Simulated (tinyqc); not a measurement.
Four-point probe, van der Pauw, Hall and spreading-resistance readings of a semiconductor layer: one step, computed by the program tinyqc. Command: `OMP_NUM_THREADS=1 python tinyqc.py 3111348 3111349 out.jsonl probe walk`. One thread of a shared host (Intel(R) Xeon(R) Processor @ 2.30GHz), about 0.01 s of CPU time with the checks.

The layer is uniform and ohmic; contacts are points unless a radius is given.

Problem. Spreading resistance. Flat disc contact with the current density of a half-space: R = (rho/(4 a)) c, c = (4/pi) int_0^infinity K(x t/a) sin(x) J1(x)/x^2 dx for a conducting backing, K = tanh, with the voltage averaged over the disc; c tends to 1 for t >> a.

Inputs (values chosen for the exercise, modelled on n-type silicon): layer thickness t = 280 micrometre; radius a of the spreading-resistance contact = 5.6 micrometre.

Backing of the layer: conducting.

resistivity rho = 1.019022 ohm cm

Give: rho/(4 a); factor c; spreading resistance; column estimate rho t/(pi a^2).

Solution.

rho/(4 a) = 454.9 ohm

factor c = 0.9912

spreading resistance = 450.9 ohm

column estimate rho t/(pi a^2) = 28961 ohm
